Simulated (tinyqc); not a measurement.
Domain walls in a thin film with perpendicular anisotropy: Bloch, Neel and chiral walls, motion and stripe domains. From one set of inputs to another, one input at a time. Computed by tinyqc, a small Python program. Command: `OMP_NUM_THREADS=1 python tinyqc.py 3028807 3028808 out.jsonl mwall ladder`. One thread of a shared host (Intel(R) Xeon(R) Processor @ 2.30GHz), about 0.02 s of CPU time with the checks.

One-dimensional wall: polar angle theta(x), azimuth phi of the moment in the wall (phi = 0 Neel, 90 degrees Bloch). mu_0 = 1.25663706212e-6 T m/A, gamma = 1.76085963023e11 rad/(s T).

The inputs printed are set A. Inputs not listed in the table keep their values of set A, so the rows need not describe a real material.

Inputs (values chosen for the exercise, for a model film):
```
quantity                      value    unit
saturation magnetisation M_s   1090    kA/m
exchange stiffness A             11    pJ/m
uniaxial anisotropy K_u         955  kJ/m^3
DMI constant D                  1.4  mJ/m^2
thickness t                     1.5      nm
```

Method:
- K_eff = K_u - mu_0 M_s^2/2; Delta = sqrt(A/K_eff); sigma_0 = 4 sqrt(A K_eff); profile theta = 2 arctan exp(x/Delta); quality factor Q = 2 K_u/(mu_0 M_s^2).
- sigma(phi) = sigma_0 + 2 Delta K_D cos^2(phi) - pi D cos(phi), with the wall shape anisotropy K_D = N_x mu_0 M_s^2/2, N_x = t ln 2/(pi Delta). The minimum has cos(phi) = D/D_N for D < D_N = 4 Delta K_D/pi and phi = 0 beyond; sigma turns negative at D_c = (sigma_0 + 2 Delta K_D)/pi.
- Dipolar length l = sigma/(mu_0 M_s^2); for t much smaller than the period the domain width is w = 0.955 t exp(pi l/t) (Kaplan and Gehring), given as log10 of w in nm.

Each row keeps all changes above it:
```
input moved                          from   to  wall energy sigma (mJ/m^2)  D_N (mJ/m^2)  log10 of the domain width in nm
set A                                   -    -                      2.1535       0.31456                            1.468
saturation magnetisation M_s (kA/m)  1090  680                      6.6082       0.12243                           10.500
thickness t (nm)                      1.5  1.9                      6.6595       0.15507                            8.489
DMI constant D (mJ/m^2)               1.4  1.3                      6.9737       0.15507                            8.877
exchange stiffness A (pJ/m)            11   16                      9.2019       0.15507                           11.631
uniaxial anisotropy K_u (kJ/m^3)      955  573                      4.6631       0.15507                            6.021
```

Where does the difference come from?

Wall energy sigma goes from 2.15 to 4.66, a factor 2.17 in all. The largest single move comes from saturation magnetisation M_s (a factor 3.07), and uniaxial anisotropy K_u works against it (a factor 0.507). D_N goes from 0.315 to 0.155, a factor 0.493 in all. The largest single move comes from saturation magnetisation M_s (a factor 0.389), and thickness t works against it (a factor 1.27). log10 of the domain width in nm goes from 1.47 to 6.02, a factor 4.10 in all. The largest single move comes from saturation magnetisation M_s (a factor 7.15), and uniaxial anisotropy K_u works against it (a factor 0.518). The single moves hold for this order of the switches; the total does not depend on the order.

Caution (rows set A): the domains are not wide against the wall, so the thin-wall formula fails.

Extremes, crossings and ranges named in words are read from the listed rows.
